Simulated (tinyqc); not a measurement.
# X-ray reflectivity of a thin film on silicon: critical angles, Parratt recursion, fringes and roughness, step by step

A worked calculation. Computed by tinyqc, a small Python program that keeps every step. Command: `OMP_NUM_THREADS=1 python tinyqc.py 3121423 3121424 out.jsonl xrr walk`. One thread of a shared host (Intel(R) Xeon(R) Processor @ 2.30GHz), about 0.01 s of CPU time with the checks. Intermediate numbers are printed to about 7 digits and carried at full precision; extremes and crossings named in words are read from the listed rows.

n = 1 - delta + i beta; the classical electron radius is r_e = 2.8179403e-6 nm. Layer 0 is vacuum, 1 the film, 2 the substrate.

Inputs (values chosen for the exercise, modelled on Al2O3 on silicon, copper K-alpha radiation):

| quantity | value | unit |
|---|---|---|
| wavelength lambda | 0.15406 | nm |
| film density rho | 3.25 | g/cm^3 |
| effective electrons per unit mass, film | 0.487 | mol/g |
| beta/delta, film | 0.012 | - |
| film thickness d | 23.2 | nm |
| roughness of the surface sigma_1 | 0.33 | nm |
| roughness of the interface sigma_2 | 0.17 | nm |
| substrate density | 2.33 | g/cm^3 |
| effective electrons per unit mass, substrate | 0.507 | mol/g |
| beta/delta, substrate | 0.023 | - |
| grazing angle theta | 1.03 | degrees |

Constants: N_A = 6.02214076e+23 1/mol.

## Optical constants

delta = r_e lambda^2 rho_e/(2 pi), rho_e = density x electrons per mass x N_A; critical angle sqrt(2 delta), q_c = 4 sqrt(pi r_e rho_e).

Constants:

| layer | rho_e (1/nm^3) | delta | beta | critical angle (degrees) | q_c (1/nm) |
|---|---|---|---|---|---|
| film | 953.1543 | 1.014600e-05 | 1.217520e-07 | 0.2580983 | 0.3674366 |
| substrate | 711.4015 | 7.572626e-06 | 1.741704e-07 | 0.2229774 | 0.3174375 |

The film is denser in electrons than the substrate; X-rays tunnel through a film of a few nanometres, so the edge of total reflection moves to the value of the film only as it thickens.

## Critical angle of the film

The formulas are those given above.

critical angle of the film = 0.2580983 degrees

## Reflectivity at one angle

k_j = (2 pi/lambda) sqrt(sin^2 theta - 2 delta_j + 2 i beta_j); r_ij = (k_i - k_j)/(k_i + k_j) x exp(-2 k_i k_j sigma^2) (Nevot-Croce); r = (r_01 + r_12 p)/(1 + r_01 r_12 p), p = exp(2 i k_1 d); R = |r|^2.

k_0, k_1, k_2 (1/nm): 0.7331303  0.7097378+0.0002853i  0.7157434+0.0004048i

1000 r_01 = 14.47543-0.18009i

1000 r_12 = -4.091166-0.079256i

p = 0.0541407+0.9853614i

reflectivity R = 2.231801e-04

q = 4 pi sin(theta)/lambda = 1.466261 1/nm

## Fringe period, contrast and decay

Far above the critical angle the period is d theta = lambda/(2 d), or 2 pi/d in q; the envelope runs between (|r_01| - |r_12 p|)^2 and (|r_01| + |r_12 p|)^2; contrast = 2 a b/(a^2 + b^2) with a = |r_01|, b = |r_12 p|; roughness factors on the amplitudes are about exp(-q^2 sigma^2/2).

period in theta = 0.1902368 degrees

period in q = 0.2708270 1/nm

contrast = 0.5176091

roughness factor, surface = 0.8895290

roughness factor, interface = 0.9694113

## Thickness from the minima

Minima of R theta^4 are located on 6001 points over 7.5 periods, from 1.15 times the larger critical angle. With refraction, sin^2(theta_m) = 2 delta + m^2 (lambda/(2 d))^2, m integer or half-integer; the first six minima are used, and the first order is the one that minimises the largest residual of the least-squares line plus the distance of its intercept from 2 delta. Without refraction, d = lambda/(2 x mean step of sin theta).

Minima:

| order m | theta (degrees) | sin^2 theta |
|---|---|---|
| 1 | 0.321544 | 3.149419e-05 |
| 2 | 0.459941 | 6.443915e-05 |
| 3 | 0.626160 | 1.194287e-04 |
| 4 | 0.803081 | 1.964467e-04 |
| 5 | 0.985232 | 2.956578e-04 |
| 6 | 1.170000 | 4.169328e-04 |

d with refraction = 23.21160 nm

d without refraction = 26.01141 nm

Against d = 23.2 nm the errors are +0.05 % with and +12.12 % without refraction. The orders are integers, as r_01 and r_12 have opposite signs for a film denser than the substrate.

## Which roughness does what

R is averaged over one period above each angle (64 points); contrast = (max - min)/(max + min) of R theta^4 over that period. Cases: smooth; only sigma_1; only sigma_2; both.

Mean R and contrast:

| theta (degrees) | R smooth | contrast | R, sigma_1 | contrast, sigma_1 | R, sigma_2 | contrast, sigma_2 | R, both | contrast, both |
|---|---|---|---|---|---|---|---|---|
| 0.8 | 5.101131e-04 | 0.4884934 | 4.364973e-04 | 0.5436383 | 5.090202e-04 | 0.4781915 | 4.353862e-04 | 0.5329043 |
| 1.2 | 1.153344e-04 | 0.4804163 | 8.352662e-05 | 0.5823099 | 1.146575e-04 | 0.4600744 | 8.284701e-05 | 0.5601793 |
| 1.8 | 2.425081e-05 | 0.4772841 | 1.212787e-05 | 0.6794096 | 2.395125e-05 | 0.4359339 | 1.183222e-05 | 0.6313388 |
| 2.5 | 6.667281e-06 | 0.4762191 | 1.859193e-06 | 0.8588269 | 6.535270e-06 | 0.3971509 | 1.727254e-06 | 0.7681426 |
| 3.5 | 1.813471e-06 | 0.4759584 | 2.174551e-07 | 0.9976233 | 1.751914e-06 | 0.3380987 | 1.580761e-07 | 0.9578123 |

At 2.5 degrees sigma_1 alone multiplies the mean R by 0.28 and sigma_2 alone by 0.98; the contrast goes from 0.48 (smooth) to 0.86 and 0.40.

Checks made by the program: smooth bare substrate far above q_c against (q_c/2q)^4 (relative difference 1e-03).
